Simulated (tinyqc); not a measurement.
Inside a calculation. Method: CCSD on RHF in the 6-311g basis, for H2, spin multiplicity 1. One step of it, computed by the program tinyqc.

Question. CCSD: starting amplitudes. t_ij^ab = <ij||ab> / (e_i + e_j - e_a - e_b), whose energy is MP2.

orbital energies (hartree): MO1 -0.592587, MO2 0.167126, MO3 0.306989, MO4 0.646501, MO5 2.429143, MO6 2.734016

Two-electron integrals over orbitals (pq|rs), unique and non-zero (hartree):
```
(11|11) 0.647236    (21|21) 0.045804    (22|11) 0.346887    (22|22) 0.297679
(31|11) -0.134012   (31|22) -0.024620   (31|31) 0.054674    (32|21) 0.023041
(32|32) 0.039921    (33|11) 0.364393    (33|22) 0.273542    (33|31) -0.035525
(33|33) 0.281944    (41|21) -0.062608   (41|32) -0.008719   (41|41) 0.105261
(42|11) -0.135073   (42|22) -0.044132   (42|31) 0.038496    (42|33) -0.045361
(42|42) 0.052998    (43|21) 0.029398    (43|32) 0.017677    (43|41) -0.040593
(43|43) 0.025588    (44|11) 0.503172    (44|22) 0.326156    (44|31) -0.081784
(44|33) 0.314452    (44|42) -0.102468   (44|44) 0.437698    (51|11) -0.097710
(51|22) -0.009689   (51|31) 0.051941    (51|33) -0.023855   (51|42) 0.024487
(51|44) -0.056628   (51|51) 0.090450    (52|21) 0.000554    (52|32) 0.002308
(52|41) 0.003696    (52|43) -0.006738   (52|52) 0.010314    (53|11) 0.112748
(53|22) 0.030439    (53|31) -0.040247   (53|33) 0.035862    (53|42) -0.033780
(53|44) 0.073531    (53|51) -0.046280   (53|53) 0.037460    (54|21) 0.002177
(54|32) -0.019809   (54|41) -0.022416   (54|43) 0.007552    (54|52) -0.015720
(54|54) 0.039534    (55|11) 0.639196    (55|22) 0.337690    (55|31) -0.136137
(55|33) 0.360077    (55|42) -0.130697   (55|44) 0.493731    (55|51) -0.129678
(55|53) 0.124835    (55|55) 0.672975    (61|21) -0.028671   (61|32) 0.013651
(61|41) 0.067251    (61|43) -0.030268   (61|52) 0.023332    (61|54) -0.055020
(61|61) 0.097447    (62|11) -0.024933   (62|22) 0.011282    (62|31) 0.020353
(62|33) -0.000284   (62|42) 0.002636    (62|44) -0.008341   (62|51) 0.033980
(62|53) -0.013993   (62|55) -0.038195   (62|62) 0.019885    (63|21) 0.028698
(63|32) 0.000316    (63|41) -0.051516   (63|43) 0.020039    (63|52) -0.006859
(63|54) 0.023607    (63|61) -0.049605   (63|63) 0.032936    (64|11) 0.148220
(64|22) 0.023756    (64|31) -0.061552   (64|33) 0.042741    (64|42) -0.042398
(64|44) 0.091979    (64|51) -0.078841   (64|53) 0.051334    (64|55) 0.171321
(64|62) -0.033499   (64|64) 0.089600    (65|21) 0.078739    (65|32) 0.010184
(65|41) -0.135383   (65|43) 0.060129    (65|52) -0.024028   (65|54) 0.063857
(65|61) -0.136218   (65|63) 0.086486    (65|65) 0.245434    (66|11) 0.686520
(66|22) 0.356432    (66|31) -0.158083   (66|33) 0.371511    (66|42) -0.149174
(66|44) 0.537561    (66|51) -0.172926   (66|53) 0.147541    (66|55) 0.735273
(66|62) -0.050758   (66|64) 0.208939    (66|66) 0.832383
```

Give: Starting amplitudes; correlation energy.

Answer.

Starting amplitudes (spin orbitals 1a, 1b, ...; amplitudes related by a flip of all spins are not repeated):
```
from      to        t
1a 1b  4a 4b  -0.0425
1a 1b  2a 4b   0.0313
1a 1b  3a 3b  -0.0304
1a 1b  2a 2b  -0.0301
1a 1b  5a 5b  -0.0150
1a 1b  4a 6b  -0.0147
1a 1b  6a 6b  -0.0146
1a 1b  3a 5b  -0.0132
1a 1b  2a 6b   0.0070
```

correlation energy = -0.017976 hartree
